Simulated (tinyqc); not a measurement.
Gupta-type many-body potential for a metal: one step, computed by the program tinyqc. Command: `OMP_NUM_THREADS=1 python tinyqc.py 3020012 3020013 out.jsonl gupta walk`. One thread of a shared host (Intel(R) Xeon(R) Processor @ 2.30GHz), about 0.02 s of CPU time with the checks.

E_i = sum_j A exp(-p (r_ij/r0 - 1)) - xi rho_i^gamma, with rho_i = sum_j exp(-2 q (r_ij/r0 - 1)); gamma = 1/2 is the tight-binding second-moment form. The crystal is fcc unless stated; d is the neighbour distance and a fixed number of shells is kept.

Task: Equilibrium of the fcc crystal. fcc shells: d sqrt(k), k = 1..5, with 12, 6, 24, 12, 24 atoms; Omega = d^3/sqrt2. Equilibrium: dE/dd = 0; B = d^2 E''(d)/(9 Omega).

Inputs (values chosen for the exercise, modelled on nickel):
```
quantity                   value      unit
repulsion A               0.0378        eV
hopping xi                  1.08        eV
decay p                     16.9         -
decay q                      1.2         -
reference distance r0      2.491  angstrom
shells kept                    2         -
embedding exponent gamma     0.5         -
```

Constants: 1 eV/angstrom^3 = 160.2176634 GPa.

Give: neighbour distance d; lattice constant; cohesive energy E_c; bulk modulus B.

Result:

neighbour distance d = 2.5531 angstrom

lattice constant = 3.6106 angstrom

cohesive energy E_c = 3.6473 eV

bulk modulus B = 124.62 GPa
